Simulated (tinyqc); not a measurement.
# Inputs raised by 10 %, one at a time

Model: charge neutrality of a doped semiconductor with incomplete ionisation. Computed by tinyqc, a small Python program. Command: `OMP_NUM_THREADS=1 python tinyqc.py 3030991 3030992 out.jsonl dopant sens`. One thread of a shared host (Intel(R) Xeon(R) Processor @ 2.30GHz), about 0.05 s of CPU time with the checks.

Energies are counted from the top of the valence band; E_D is measured down from the conduction band and E_A up from the valence band.

Inputs (values chosen for the exercise, modelled on GaP):
```
quantity                    value   unit
gap at 0 K E_g0              2.34     eV
Varshni alpha            0.000571   eV/K
Varshni beta                  367      K
electron mass m_e           0.503    m_0
valleys M_c                     3      -
hole mass m_h               0.825    m_0
donor density N_D         2.6e+16  cm^-3
acceptor density N_A      1.9e+18  cm^-3
donor depth E_D             0.107     eV
acceptor depth E_A         0.0542     eV
donor degeneracy g_D            2      -
acceptor degeneracy g_A         4      -
temperature T                 200      K
iteration cap                  60      -
```

Doping: p-type, compensated. Statistics of the bands: Boltzmann. Solver: bisection. Start of Newton steps: intrinsic level E_i.

Constants: m_0 = 9.1093837015e-31 kg; k_B = 1.380649e-23 J/K; h = 6.62607015e-34 J s; k_B = 8.617333262e-05 eV/K.

Method:
- E_g = E_g0 - alpha T^2/(T + beta).
- N_c = 2 M_c (2 pi m_e k_B T/h^2)^(3/2) and N_v = 2 (2 pi m_h k_B T/h^2)^(3/2), masses in units of m_0.
- n_i = sqrt(N_c N_v) exp(-E_g/(2 k_B T)); E_i = E_g/2 + (k_B T/2) ln(N_v/N_c).
- n = N_c exp((E_F - E_g)/k_B T), p = N_v exp(-E_F/k_B T).
- N_D+ = N_D/(1 + g_D exp((E_F - E_g + E_D)/k_B T)).
- N_A- = N_A/(1 + g_A exp((E_A - E_F)/k_B T)).
- Neutrality: p + N_D+ = n + N_A-; the log ratio is ln[(p + N_D+)/(n + N_A-)].
- Bisection of the log ratio between E = -0.3 and E_g + 0.3 eV; stop when |log ratio| < 1e-9.

Runs; columns: (1) input moved; (2) from; (3) to; (4) majority density p (cm^-3); (5) ionised share of the acceptors; (6) minority density n (cm^-3); (7) intrinsic density n_i (cm^-3):
```
(1)                               (2)       (3)        (4)     (5)        (6)        (7)
base run                            -         -  3.915e+17  0.2197  4.286e-38  1.295e-10
donor density N_D (cm^-3)     2.6e+16  2.86e+16  3.900e+17  0.2203  4.301e-38  1.295e-10
acceptor density N_A (cm^-3)  1.9e+18  2.09e+18  4.137e+17  0.2104  4.055e-38  1.295e-10
donor depth E_D (eV)            0.107    0.1177  3.915e+17  0.2197  4.286e-38  1.295e-10
electron mass m_e (m_0)         0.503    0.5533  3.915e+17  0.2197  4.944e-38  1.391e-10
hole mass m_h (m_0)             0.825    0.9075  4.176e+17  0.2334  4.635e-38  1.391e-10
temperature T (K)                 200       220  4.740e+17  0.2631  1.250e-32  7.699e-08
gap at 0 K E_g0 (eV)             2.34     2.574  3.915e+17  0.2197  5.438e-44  1.459e-13
```

Exponents ln(y'/y) / ln(x'/x):
```
input                 majority density p  ionised share of the acceptors  minority density n  intrinsic density n_i
donor density N_D                 -0.038                           0.030               0.038                  0.000
acceptor density N_A               0.580                          -0.455              -0.580                  0.000
donor depth E_D                    0.000                           0.000               0.000                  0.000
electron mass m_e                  0.000                           0.000               1.500                  0.750
hole mass m_h                      0.677                           0.636               0.823                  0.750
temperature T                      2.007                           1.892             132.030                 67.018
gap at 0 K E_g0                    0.000                           0.000            -142.454                -71.227
```

Which inputs matter most for each result?

Among the inputs moved here: majority density p answers most in size to temperature T (exponent +2.007), next to hole mass m_h (+0.677); its exponent is below 0.0005 for donor depth E_D, electron mass m_e, gap at 0 K E_g0. Ionised share of the acceptors answers most in size to temperature T (exponent +1.892), next to hole mass m_h (+0.636); its exponent is below 0.0005 for donor depth E_D, electron mass m_e, gap at 0 K E_g0. Minority density n answers most in size to gap at 0 K E_g0 (exponent -142.454), next to temperature T (+132.030); its exponent is below 0.0005 for donor depth E_D. intrinsic density n_i answers most in size to gap at 0 K E_g0 (exponent -71.227), next to temperature T (+67.018); its exponent is below 0.0005 for donor density N_D, acceptor density N_A, donor depth E_D. Its exponent +0.750 in electron mass m_e: n_i goes as (m_e m_h)^(3/4). Its exponent +0.750 in hole mass m_h: n_i goes as (m_e m_h)^(3/4).
